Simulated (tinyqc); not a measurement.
# Three-phonon processes in a diatomic chain: dispersion, energy and momentum conservation, and decay channels of optical phonons, step by step

A worked calculation. Computed by tinyqc, a small Python program that keeps every step. Command: `OMP_NUM_THREADS=1 python tinyqc.py 3120810 3120811 out.jsonl threeph walk`. One thread of a shared host (Intel(R) Xeon(R) Processor @ 2.30GHz), about 0.05 s of CPU time with the checks. Intermediate numbers are printed to about 6 digits and carried at full precision; extremes and crossings named in words are read from the listed rows.

Cell length a, two atoms, one spring constant. x = q a/pi runs from -1 to 1; A and O are the acoustic and optical branches. Matrix elements are not computed: only conservation laws and occupation factors are followed.

Inputs (values chosen for the exercise, for a model chain):

| quantity | value | unit |
|---|---|---|
| light mass m | 28.1 | u |
| heavy mass M | 64.9 | u |
| spring constant k | 10 | eV/angstrom^2 |
| temperature T | 100 | K |
| wave number of the decaying phonon q a/pi | 0.83 | - |
| zero-temperature width Gamma_0 | 0.41 | 1/cm |

Constants: nu for 1 eV/(angstrom^2 u) = 15.6333042 THz; h x 1 THz = 4.135667696 meV; k_B = 8.617333262e-05 eV/K; c = 299792458 m/s.

## Band edges

omega^2 = k (1/m + 1/M) -/+ k sqrt((1/m + 1/M)^2 - 4 sin^2(pi x/2)/(m M)); nu = 15.6333042 THz x sqrt(omega^2) for eV/(angstrom^2 u). Acoustic top sqrt(2 k/M), optical bottom sqrt(2 k/m), optical top sqrt(2 k (1/m + 1/M)).

acoustic top = 8.67848 THz

optical bottom = 13.1890 THz

optical top = 15.7882 THz

optical top over twice the acoustic top = 0.909616

optical bottom over twice the acoustic top = 0.759870

optical width over acoustic top = 0.299493

The zone-centre optical phonon can decay into two acoustic ones: this needs M/m <= 3.

## Dispersion

The formulas are those given above.

Branches:

| x | nu_A (THz) | nu_O (THz) |
|---|---|---|
| 0.10 | 1.13707 | 15.7472 |
| 0.20 | 2.26369 | 15.6250 |
| 0.35 | 3.90978 | 15.2964 |
| 0.50 | 5.46402 | 14.8125 |
| 0.65 | 6.86412 | 14.2180 |
| 0.80 | 7.99646 | 13.6133 |
| 0.90 | 8.49506 | 13.3079 |
| 1.00 | 8.67848 | 13.1890 |

## Decay of the zone-centre phonon

O(0) -> A(x) + A(-x) needs nu_A(x) = nu_O(0)/2, which gives sin^2(pi x/2) = (3/16)(m + M)^2/(m M). Full width at half maximum Gamma = Gamma_0 (1 + 2 n), n = 1/(exp(h nu_A/(k_B T)) - 1); lifetime = 1/(2 pi c Gamma).

x of the products = 0.784003

their frequency = 7.89408 THz

occupation n = 0.0231520

width Gamma = 0.428985 1/cm

lifetime = 12.3754 ps

## All channels at the given wave number

Processes for O(x): decay O -> A + A and O -> O + A with x = x' + x'' (mod 2), and absorption O + A -> O with x + x' = x'' (mod 2). Roots of the energy mismatch in x' are bracketed on 4001 points from -1 to 1 and refined. A process is umklapp (U) if the sum of wave numbers leaves (-1, 1]. Weight = occupation factor/|d mismatch/dx'|, the factor being 1 + n' + n'' for decay and n' - n'' for absorption. Pairs that differ only by exchanging two acoustic products count once, and the trivial root x' = 0 is left out.

nu_O(x) = 13.5079 THz

Channels:

| process | x' | x'' | nu' (THz) | nu'' (THz) | type | weight (1/THz) |
|---|---|---|---|---|---|---|
| none | - | - | - | - | - | - |

No three-phonon channel is open for this phonon in the chain; four-phonon processes, or other branches in three dimensions, would set its lifetime.

## Phase space against the mass ratio

Total weight summed over channels and averaged over x = 0.05, 0.15, ..., 0.95, with m and k fixed; share of those x with an open channel.

Optical phonons:

| M/m | weight, A + A (1/THz) | weight, with O (1/THz) | share open |
|---|---|---|---|
| 1.1 | 0.073563 | 0 | 1.0 |
| 1.5 | 0.187372 | 0 | 1.0 |
| 2.0 | 0.115630 | 0 | 0.8 |
| 2.5 | 0.068495 | 0 | 0.5 |
| 2.9 | 0.053253 | 0 | 0.2 |
| 3.3 | 0.000000 | 0 | 0.0 |
| 3.7 | 0.000000 | 0 | 0.0 |
| 4.2 | 0.000000 | 0 | 0.0 |
| 6.0 | 0.000000 | 0 | 0.0 |

The A + A channel closes between M/m = 2.9 and 3.3 on this grid: energy conservation alone would allow it up to M/m = 4, where the optical bottom passes twice the acoustic top, but momentum must be conserved too. No channel with a second optical phonon opens at any ratio. A large gap that shuts such channels is one reason why crystals with very unequal masses can conduct heat well.

Checks made by the program: band edges against the dispersion (relative difference below 1e-10); frequency of the products (relative difference below 1e-10).
